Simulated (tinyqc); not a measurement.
Longitudinal sound in a periodic multilayer: transfer matrices, stop bands and folded phonons: one step, computed by the program tinyqc.

Layers 1 and 2 repeat with period d = d_1 + d_2; waves travel normal to the layers, without loss. State vector (u, s): displacement u and stress divided by omega. Impedances Z = rho v are in 1e6 kg/(m^2 s).

Problem. Impedances, mean velocity and Bragg frequency. Z = rho v; interface reflection r = (Z_2 - Z_1)/(Z_2 + Z_1) (stress amplitude, from 1 into 2); Bragg frequency f_B = 1/[2 (d_1/v_1 + d_2/v_2)]; long-wave velocity v_eff = d/sqrt[(d_1/v_1)^2 + (d_2/v_2)^2 + (Z_1/Z_2 + Z_2/Z_1)(d_1/v_1)(d_2/v_2)].

Inputs (values chosen for the exercise, modelled on silica (layer 1), platinum (layer 2) and gallium arsenide (substrate)):
```
quantity            value    unit
density rho_1        2.19  g/cm^3
velocity v_1         6010     m/s
thickness d_1         774      nm
density rho_2        21.5  g/cm^3
velocity v_2         4130     m/s
thickness d_2         529      nm
substrate density    5.42  g/cm^3
substrate velocity   4770     m/s
```

Give: Z_1; Z_2; Z of the substrate; interface reflection r; Bragg frequency f_B; long-wave velocity v_eff.

Solution.

Z_1 = 13.1619

Z_2 = 88.795

Z of the substrate = 25.8534

interface reflection r = 0.74181

Bragg frequency f_B = 1.9465 GHz

long-wave velocity v_eff = 3401.7 m/s
